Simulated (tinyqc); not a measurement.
Band filling: full bands against the rectangular model: Slater-Koster d bands of a bcc metal.

Slater-Koster d bands. For a bond with direction cosines (l, m, n) the 5 x 5 block is dds Ps + ddp Pp + ddd (1 - Ps - Pp), the projectors on sigma, pi and delta states about the bond; for instance <xy|xy> = 3 l^2 m^2 dds + (l^2 + m^2 - 4 l^2 m^2) ddp + (n^2 + l^2 m^2) ddd, <xy|yz> = 3 l m^2 n dds + l n (1 - 4 m^2) ddp + l n (m^2 - 1) ddd and <3z2-r2|3z2-r2> = (n^2 - (l^2 + m^2)/2)^2 dds + 3 n^2 (l^2 + m^2) ddp + (3/4)(l^2 + m^2)^2 ddd. H(k) sums the blocks times cos(k.R) over the neighbours; the d level is the zero of energy; k in 2 pi/a.

Neighbours: eight at (a/2)(1,1,1) and equivalents, and six at a(1,0,0) and equivalents with the integrals times f2.

Mesh: k = f1 b1 + f2 b2 + f3 b3 with fractions (j + 1/2)/N, j = 0 to N - 1, and b = (-1,1,1), (1,-1,1), (1,1,-1) for fcc, (0,1,1), (1,0,1), (1,1,0) for bcc, unit vectors for simple cubic. The lowest Nd/10 of all levels are filled with two electrons each; the bond energy is their sum per atom.

Inputs chosen for the exercise (of the size met in Fe; the results hold for these values, not for the real material):
- dds = -0.646 eV (dd sigma)
- ddp = 0.258 eV (dd pi)
- ddd = -0.026 eV (dd delta)
- f2 = 0.487 (factor on all three integrals for second neighbours)
- N = 8 (mesh)

W = sqrt(12 mu2) with mu2 the mean square level on the mesh; rectangular model: Fermi level W (Nd/10 - 1/2), bond energy -W Nd (10 - Nd)/20. The Fermi level of the mesh is the highest filled level.

Per atom (eV):

| Nd | EF, bands | bond energy, bands | EF, rectangle | bond energy, rectangle |
|---|---|---|---|---|
| 1 | -1.351 | -1.601 | -1.413 | -1.590 |
| 2 | -1.101 | -2.808 | -1.060 | -2.826 |
| 3 | -0.850 | -3.778 | -0.707 | -3.709 |
| 4 | -0.408 | -4.415 | -0.353 | -4.239 |
| 5 | 0.233 | -4.434 | 0.000 | -4.416 |
| 6 | 0.476 | -4.057 | 0.353 | -4.239 |
| 7 | 0.643 | -3.477 | 0.707 | -3.709 |
| 8 | 0.864 | -2.714 | 1.060 | -2.826 |
| 9 | 1.407 | -1.633 | 1.413 | -1.590 |

W = 3.533 eV
full width on the mesh = 4.001 eV

The bond energy is deepest at Nd = 5 (-4.434 eV); the rectangle has its minimum at 5. The two differ most at Nd = 7, by 0.232 eV or 5 % of the deepest value: the second moment fixes the parabola, and higher moments the rest. At Nd = 3 and 7 the bands give -3.778 and -3.477 eV, a skew towards less than half filling.

(tinyqc, `OMP_NUM_THREADS=1 python tinyqc.py 1451619 1451620 out.jsonl`, Intel(R) Xeon(R) Processor @ 2.30GHz, 1 thread, shared host, about 0.03 s.)
